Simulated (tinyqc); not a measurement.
Where a fixed hold relaxes most: thermal stress and diffusional relaxation in a metal film: Coble and Nabarro-Herring creep, cooling and holds. Computed by tinyqc, a small Python program. Command: `OMP_NUM_THREADS=1 python tinyqc.py 3000489 3000490 out.jsonl creep walk`. One thread of a shared host (Intel(R) Xeon(R) Processor @ 2.30GHz), about 0.08 s of CPU time with the checks.

A thin film on a rigid substrate is stress-free at T0. Tension is positive and the film creeps linearly: d sigma/dt = -M (mismatch) dT/dt - sigma/tau.

Inputs (values chosen for the exercise, modelled on silver films on silicon):

| quantity | value | unit |
|---|---|---|
| biaxial modulus M | 121 | GPa |
| expansion mismatch | 16.3 | 1e-6/K |
| atomic volume Omega | 17 | angstrom^3 |
| lattice prefactor D0 | 3.2e-05 | m^2/s |
| lattice energy E | 1.94 | eV |
| boundary prefactor (delta D_b)0 | 6.2e-15 | m^3/s |
| boundary energy E_b | 0.919 | eV |
| grain size d | 0.42 | um |
| stress-free temperature T0 | 250 | C |
| hold temperature T | 220 | C |
| hold time t | 0.01 | h |

Constants: k_B = 1.380649e-23 J/K; k_B = 8.617333262e-05 eV/K.

Method:
- Thermoelastic slope = M x mismatch; sigma_0 = slope x (T0 - T).
- Creep rate per stress: Nabarro-Herring 14 D Omega/(k_B T d^2), Coble (14 pi) delta D_b Omega/(k_B T d^3), with D = D0 exp(-E/(k_B T)), delta D_b = (delta D_b)0 exp(-E_b/(k_B T)); 1/tau = M x (sum of both)/2 (biaxial strain rate is half the uniaxial one).
- Temperatures in kelvin are T(C) + 273.15.
- For each hold temperature: sigma_0 = slope (T0 - T), relaxed stress sigma_0 (1 - exp(-t/tau)), initial rate sigma_0/tau. In confined lines the relaxed part appears as void volume.

thermoelastic slope = 1.9723 MPa/K

Holds:

| T (C) | sigma_0 (MPa) | tau (h) | relaxed (MPa) | initial rate (MPa/h) |
|---|---|---|---|---|
| 25 | 443.7675 | 1.0337e+03 | 4.2929e-03 | 4.2929e-01 |
| 50 | 394.4600 | 7.0402e+01 | 5.6026e-02 | 5.6030e+00 |
| 75 | 345.1525 | 7.0918e+00 | 4.8635e-01 | 4.8669e+01 |
| 100 | 295.8450 | 9.7631e-01 | 3.0148e+00 | 3.0302e+02 |
| 125 | 246.5375 | 1.7314e-01 | 1.3836e+01 | 1.4239e+03 |
| 150 | 197.2300 | 3.7807e-02 | 4.5838e+01 | 5.2167e+03 |
| 175 | 147.9225 | 9.8155e-03 | 9.4518e+01 | 1.5070e+04 |
| 200 | 98.6150 | 2.9473e-03 | 9.5301e+01 | 3.3460e+04 |
| 225 | 49.3075 | 1.0012e-03 | 4.9305e+01 | 4.9248e+04 |

The relaxed stress peaks at 200 C among these rows: colder holds have more stress but slower diffusion, hotter ones faster diffusion but less stress. The initial rate peaks about k_B T^2/E_b = 26 K below T0 when boundaries dominate; its largest row is 225 C. Caution: dislocation glide would cap stresses above the yield stress; capping layers can block the surface and boundary paths, and threshold stresses are ignored.

Extremes, crossings and ranges named in words are read from the listed rows.
